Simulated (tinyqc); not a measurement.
Strained Delta valleys, repopulation and conductivity mass: two steps of the calculation.

A cubic crystal with three pairs of conduction valleys along x, y and z under uniaxial stress X along [100] (X > 0 is tension); current along [010]. Non-degenerate electrons, fixed total density, one relaxation time for all valleys and stresses, masses unchanged by strain, so the mobility goes as the mean inverse mass.

Values chosen for this exercise; values close to those of silicon:
- T = 300 K (temperature)
- s11 = 7.87 1/TPa (compliance)
- s12 = -2.15 1/TPa (compliance)
- s44 = 12.7 1/TPa (compliance)
- Xu = 9.25 eV (shear deformation potential)
- X = -110 MPa (uniaxial stress (tension positive))

Constants: q = 1.602176634e-19 C, kB = 1.380649e-23 J/K, Vt = kB T/q. Results are converted to the units shown.

Problem 1. Strain tensor. Stress s_ij = X a_i a_j with a the unit vector along [100]; strain e_ii = s11 s_ii + s12 (s_jj + s_kk), e_ij = s44 s_ij/2.

Give: strain.

Solution 1.

strain (%):
```
	x	y	z
x	-0.086570	0.000000	0.000000
y	0.000000	0.023650	0.000000
z	0.000000	0.000000	0.023650
```

Problem 2. Valley shifts and shares. Valley shift dE = Xu (n.e.n - trace(e)/3) with n the valley axis; share f proportional to exp(-dE/Vt).

strain (%):
```
	x	y	z
x	-0.086570000	0.000000000	0.000000000
y	0.000000000	0.023650000	0.000000000
z	0.000000000	0.000000000	0.023650000
```

Find: dE; share f.

Solution 2.

```
valley	dE (meV)	share f
x	-6.797	0.4259
y	3.398	0.2871
z	3.398	0.2871
```

The splitting is 10.2 meV, 0.39 Vt.

Program tinyqc, `OMP_NUM_THREADS=1 python tinyqc.py 2530044 2530045 out.jsonl`; Intel Xeon 2.30GHz, shared host, one thread, about 0.01 s.
